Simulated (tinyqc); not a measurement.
Worked calculation: plane-wave Kohn-Sham cycle with exchange-only LDA in a layered model solid. One step of it, computed by the program tinyqc.

Task: Iteration 2: potential. V_H(G) = 4 pi rho(G)/G^2 for G != 0 (uniform background); v_x = -(3 rho/pi)^(1/3); V = V_ext + V_H + v_x; Fourier components f(G_m) = (1/N) sum_j f(x_j) exp(-i G_m x_j).

A solid whose potential varies along x alone (atomic units):
```
parameter,value
period a,5.900000
cross-section of the cell,40.000000
electrons per cell,2
grid points,16
"plane waves -n..n, n",3
k points,2
V1 in V1 cos(2 pi x/a),-0.250000
```

density after iteration 1 (e/bohr^3): 0.01032097  0.01006421  0.00941830  0.00866396  0.00805189  0.00768457  0.00752681  0.00748557  0.00748164  0.00748557  0.00752681  0.00768457  0.00805189  0.00866396  0.00941830  0.01006421

Give: Potentials on the grid; V(G_m), m = 0, 1, 2, ....

Result:

Potentials on the grid (hartree):
```
x,V_ext,V_H,v_x,V
0.0000,-0.2500,0.0165,-0.2144,-0.4479
0.3688,-0.2310,0.0150,-0.2126,-0.4286
0.7375,-0.1768,0.0108,-0.2080,-0.3740
1.1062,-0.0957,0.0050,-0.2023,-0.2930
1.4750,0,-0.0012,-0.1974,-0.1985
1.8438,0.0957,-0.0066,-0.1943,-0.1053
2.2125,0.1768,-0.0108,-0.1930,-0.0270
2.5812,0.2310,-0.0133,-0.1926,0.0250
2.9500,0.2500,-0.0141,-0.1926,0.0433
3.3188,0.2310,-0.0133,-0.1926,0.0250
3.6875,0.1768,-0.0108,-0.1930,-0.0270
4.0563,0.0957,-0.0066,-0.1943,-0.1053
4.4250,0,-0.0012,-0.1974,-0.1985
4.7938,-0.0957,0.0050,-0.2023,-0.2930
5.1625,-0.1768,0.0108,-0.2080,-0.3740
5.5312,-0.2310,0.0150,-0.2126,-0.4286
```

V(G_m), m = 0, 1, 2, ... (hartree): -0.2005  -0.1227  -0.0009  -0.0001  0.0000  0.0000  0.0000
